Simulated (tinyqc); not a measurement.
AlGaN/GaN HEMT with access regions, lumped model: two steps of the calculation.

A polarisation-induced electron sheet under a Schottky gate, in series with two ungated access regions and contacts. Drift law v = mu E/(1 + mu E/vs) under the gate. Currents in mA/mm, resistances in ohm mm. No self-heating, no channel-length modulation; fits for polarisation, barrier and offset are chosen for the exercise.

Values chosen for this exercise; values close to those of AlGaN/GaN structures: aluminium share of the barrier x = 0.16; barrier thickness d = 20 nm; relative permittivity of barrier and channel eps_r = 9.3; channel mobility mu = 1200 cm^2/(V s); saturation velocity vs = 1.4e7 cm/s; gate length Lg = 0.25 um; source access length Ls = 1.5 um; drain access length Ld = 4 um; resistance of each contact Rc = 0.17 ohm mm; share of the drain-access electrons removed by traps ft = 0.22; gate voltage Vg = -0.5 V; critical field Ec = 2.8 MV/cm; depth over which the depleted charge spreads te = 0.31 um; insulator under the field plate tf = 100 nm; relative permittivity of that insulator ei = 3.9.

Constants: q = 1.602176634e-19 C, eps0 = 8.8541878128e-14 F/cm where lengths are in cm. Results are converted to the units shown.

Problem 1. Polarisation charge, threshold and sheet resistance. sigma = (5e13 x + 1.6e13 x^2) cm^-2, phiB = 0.84 + 1.3 x, dEc = 0.7 (1.71 x + x^2) in volts, Cb = eps0 eps_r/d, VT = phiB - dEc - q sigma/Cb, access density n0 = -Cb VT/q. Rsh = 1/(q mu n0); largest access current q n0 vs.

Give: sigma; Cb; VT; n0; Rsh; q n0 vs.

Solution 1.

sigma = 8.4096e12 cm^-2
Cb = 0.41172 uF/cm^2
VT = -2.4340 V
n0 = 6.2547e12 cm^-2
Rsh = 831.57 ohm
q n0 vs = 1403.0 mA/mm

Problem 2. On-resistance and breakdown. Ron = 2 Rc + Ls/(q mu n0) + Ld/(q mu (1 - ft) n0) + Lg/(mu Cb (Vg - VT)). Off state: a depleted stretch that holds the voltage V has the peak field sqrt(k V), k = 2 q n0/(eps0 eps_r te), so one edge holds V1 = Ec^2/k. The sheet under the plate pinches off at Vf = q n0 (1/Cb + tf/(eps0 ei)); beyond it the gate edge is screened. BV = V1 if Vf >= V1, else Vf + V1, and at most Ec Ld. Specific resistance Ron (Ls + Lg + Ld); figure of merit BV^2 over it.

Wanted: Ron; Vf; V1; BV; specific resistance; figure of merit.

Solution 2.

Ron = 6.113 ohm mm
Vf = 31.45 V
V1 = 99.85 V
BV = 131.3 V
specific resistance = 0.3515 mohm cm^2
figure of merit = 49.05 MW/cm^2

The plate raises BV by a factor of 1.32.

tinyqc, about 0.01 s, one thread, Intel Xeon 2.30GHz (shared host): `OMP_NUM_THREADS=1 python tinyqc.py 2570008 2570009 out.jsonl`
